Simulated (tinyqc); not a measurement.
Inside a calculation. Method: CCSD on RHF in the sto-3g basis, frozen core, for BeH+, spin multiplicity 1. One step of it, computed by the program tinyqc.

Question. Iteration 1: building the Fock matrix. J_ij = sum D_kl (ij|kl), K_ij = sum D_kl (ik|jl); F = H + J - 0.5 K; E = tr D H + tr D J / 2 - 0.25 tr D K + E_nn.

D at the start, lower triangle:
```
            1Be 1s     1Be 2s   1Be 2px   1Be 2py   1Be 2pz     2H 1s
1Be 1s    1.725856
1Be 2s   -0.425714   1.659866
1Be 2px   0.000000   0.000000  0.000000
1Be 2py   0.000000   0.000000  0.000000  0.000000
1Be 2pz   0.009594  -0.020672  0.000000  0.000000  0.001727
2H 1s    -0.023486   0.113013  0.000000  0.000000  0.030372  0.699652
```

core Hamiltonian H = T + V (hartree), lower triangle:
```
            1Be 1s     1Be 2s    1Be 2px    1Be 2py    1Be 2pz      2H 1s
1Be 1s   -8.265594
1Be 2s   -2.035669  -2.473835
1Be 2px   0.000000   0.000000  -1.966615
1Be 2py   0.000000   0.000000   0.000000  -1.966615
1Be 2pz  -0.018326  -0.149876   0.000000   0.000000  -2.084593
2H 1s    -0.569637  -1.202450   0.000000   0.000000  -1.238769  -2.047227
```

Two-electron integrals (ij|kl) in chemists' order, unique and non-zero (hartree):
```
(11|11) 2.298831   (21|11) 0.392036   (21|21) 0.079539   (22|11) 0.570988
(22|21) 0.143041   (22|22) 0.417683   (31|31) 0.014607   (32|31) 0.021888
(32|32) 0.092265   (33|11) 0.569578   (33|21) 0.143083   (33|22) 0.417589
(33|33) 0.449859   (41|41) 0.014607   (42|41) 0.021888   (42|42) 0.092265
(43|43) 0.024249   (44|11) 0.569578   (44|21) 0.143083   (44|22) 0.417589
(44|33) 0.401360   (44|44) 0.449859   (51|51) 0.014607   (52|51) 0.021888
(52|52) 0.092265   (53|53) 0.024249   (54|54) 0.024249   (55|11) 0.569578
(55|21) 0.143083   (55|22) 0.417589   (55|33) 0.401360   (55|44) 0.401360
(55|55) 0.449859   (61|11) 0.106780   (61|21) 0.021641   (61|22) 0.039180
(61|33) 0.038893   (61|44) 0.038893   (61|51) 0.001949   (61|52) 0.003630
(61|55) 0.039776   (61|61) 0.006185   (62|11) 0.230128   (62|21) 0.058339
(62|22) 0.182096   (62|33) 0.175546   (62|44) 0.175546   (62|51) 0.007679
(62|52) 0.044634   (62|55) 0.195034   (62|61) 0.017528   (62|62) 0.112711
(63|31) 0.005711   (63|32) 0.025794   (63|53) 0.008000   (63|63) 0.011219
(64|41) 0.005711   (64|42) 0.025794   (64|54) 0.008000   (64|64) 0.011219
(65|11) 0.236983   (65|21) 0.060871   (65|22) 0.199423   (65|33) 0.187642
(65|44) 0.187642   (65|51) 0.012615   (65|52) 0.069950   (65|55) 0.222780
(65|61) 0.019241   (65|62) 0.141176   (65|65) 0.183994   (66|11) 0.394554
(66|21) 0.101902   (66|22) 0.353747   (66|33) 0.328081   (66|44) 0.328081
(66|51) 0.016754   (66|52) 0.121809   (66|55) 0.404789   (66|61) 0.031645
(66|62) 0.271175   (66|65) 0.362456   (66|66) 0.774606
```

nuclear repulsion = 1.59390726 hartree

Give: Coulomb J; exchange K; Fock matrix F; total energy of this density.

Answer.

Coulomb J (hartree), lower triangle:
```
         1Be 1s  1Be 2s  1Be 2px  1Be 2py  1Be 2pz   2H 1s
1Be 1s   4.9199
1Be 2s   0.9337  1.8566
1Be 2px  0.0000  0.0000   1.8338
1Be 2py  0.0000  0.0000   0.0000   1.8338
1Be 2pz  0.0135  0.0960   0.0000   0.0000   1.8941
2H 1s    0.2578  0.8713   0.0000   0.0000   0.9817  1.8011
```

exchange K (hartree), lower triangle:
```
         1Be 1s  1Be 2s  1Be 2px  1Be 2py  1Be 2pz   2H 1s
1Be 1s   3.7700
1Be 2s   0.6548  0.8289
1Be 2px  0.0000  0.0000   0.1737
1Be 2py  0.0000  0.0000   0.0000   0.1737
1Be 2pz  0.0189  0.1238   0.0000   0.0000   0.3180
2H 1s    0.2022  0.5414   0.0000   0.0000   0.3684  0.8015
```

Fock matrix F (hartree), lower triangle:
```
          1Be 1s   1Be 2s  1Be 2px  1Be 2py  1Be 2pz    2H 1s
1Be 1s   -5.2308
1Be 2s   -1.4294  -1.0317
1Be 2px   0.0000   0.0000  -0.2196
1Be 2py   0.0000   0.0000   0.0000  -0.2196
1Be 2pz  -0.0143  -0.1158   0.0000   0.0000  -0.3495
2H 1s    -0.4129  -0.6018   0.0000   0.0000  -0.4413  -0.6468
```

total energy of this density = -12.657943 hartree

This density is the starting one; it is not idempotent, so its energy is not variational and may lie below the converged one.
